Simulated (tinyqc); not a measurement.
# MESFET, gradual channel with velocity saturation: two studies

A uniformly doped n-type channel, depleted from the top by a Schottky gate; at channel potential V the depleted share of a is u = sqrt((Vbi - Vg + V)/Vp), s at the source. Electrons drift with v = mu E/(1 + mu E/vsat). Abrupt depletion edge, no series resistance, source at 0.

Values chosen for this exercise; material values close to those of 4H silicon carbide: temperature T = 300 K; relative permittivity of the semiconductor eps_r = 9.66; conduction-band density of states at T Nc = 1.72e19 cm^-3; donor density of the channel Nd = 1.1e17 cm^-3; channel thickness a = 150 nm; low-field mobility at this doping mu = 410 cm^2/(V s); saturation velocity vsat = 2.9e7 cm/s; gate length L = 0.3 um; gate width W = 300 um; Schottky barrier phiB = 0.87 V; gate voltage Vg = 0 V.

Constants: q = 1.602176634e-19 C, kB = 1.380649e-23 J/K, Vt = kB T/q, eps0 = 8.8541878128e-14 F/cm where lengths are in cm. Results are converted to the units shown.

Each table varies one quantity; the others keep the values above.

## Effect of the low-field mobility at this doping on saturation

Vbi = phiB - Vt ln(Nc/Nd); Vp = q Nd a^2/(2 eps0 eps_r); G0 = q mu Nd a W/L; Z = mu Vp/(vsat L); s = sqrt((Vbi - Vg)/Vp). I = (G0 Vp/3) F/(1 + Z (u^2 - s^2)), F = 3 (u^2 - s^2) - 2 (u^3 - s^3), with u at V = Vd; Z = 0 gives constant mobility, for which u stops at 1. The current peaks at u = um, the root of (1 - u)(1 + Z (u^2 - s^2)) = Z F/3; beyond Vdsat = Vp (um^2 - s^2) it is held at that value. gm = G0 (um - s)/(1 + Z (um^2 - s^2)).

Results:
```
mu (cm^2/(V s))       Z      um  Vdsat (V)  Isat (mA)  Isat for Z = 0 (mA)  gm (mS)
82               0.2185  0.9743      1.461      5.910                6.757    7.803
220              0.5862  0.9423      1.319      13.27                18.13    16.47
370              0.9859  0.9167      1.209      19.16                30.49    22.74
600               1.599  0.8878      1.088      25.80                49.44    29.28
1000              2.664  0.8533     0.9486      33.73                82.40    36.49
1600              4.263  0.8198     0.8186      41.44                131.8    43.06
```

Estimate the missing row, mu = 140 cm^2/(V s).

Computed row:
```
mu (cm^2/(V s))       Z      um  Vdsat (V)  Isat (mA)  Isat for Z = 0 (mA)  gm (mS)
140              0.3730  0.9595      1.395      9.310                11.54    11.93
```

With this row back in the table: As mu goes from 82 to 1600 cm^2/(V s), Vdsat falls from 1.46 to 0.819 V, Isat rises from 5.91 to 41.4 mA and gm rises from 7.80 to 43.1 mS. Isat is 0.875 of the constant-mobility value in the first row and 0.314 in the last.

## Effect of the donor density of the channel on saturation

Same model as above.

Results:
```
Nd (cm^-3)       Z      um  Vdsat (V)  Isat (mA)  Isat for Z = 0 (mA)  gm (mS)
5.5e16      0.5462  0.9825     0.3974      2.009                2.404    8.835
7.4e16      0.7349  0.9574     0.7002      6.596                8.973    15.00
1.3e17       1.291  0.8881      1.417      30.42                54.80    28.19
1.8e17       1.788  0.8397      1.922      60.35                130.5    36.70
2.4e17       2.383  0.7940      2.429      103.4                265.5    44.82
3.3e17       3.277  0.7420      3.061      178.0                559.4    54.55
```

Estimate the missing row, Nd = 1e17 cm^-3.

Computed row:
```
Nd (cm^-3)       Z      um  Vdsat (V)  Isat (mA)  Isat for Z = 0 (mA)  gm (mS)
1e17        0.9931  0.9232      1.059      16.05                25.23    21.81
```

With this row back in the table: As Nd goes from 5.5e16 to 3.3e17 cm^-3, Vdsat rises from 0.397 to 3.06 V, Isat rises from 2.01 to 178 mA and gm rises from 8.84 to 54.5 mS. Isat is 0.836 of the constant-mobility value in the first row and 0.318 in the last. At Nd = 5.5e16 cm^-3 the open channel at the source, (1 - s) a, is under two Debye lengths, so the abrupt edge is rough.

Program tinyqc, `OMP_NUM_THREADS=1 python tinyqc.py 2500071 2500072 out.jsonl`; Intel Xeon 2.30GHz, shared host, one thread, about 0.04 s.
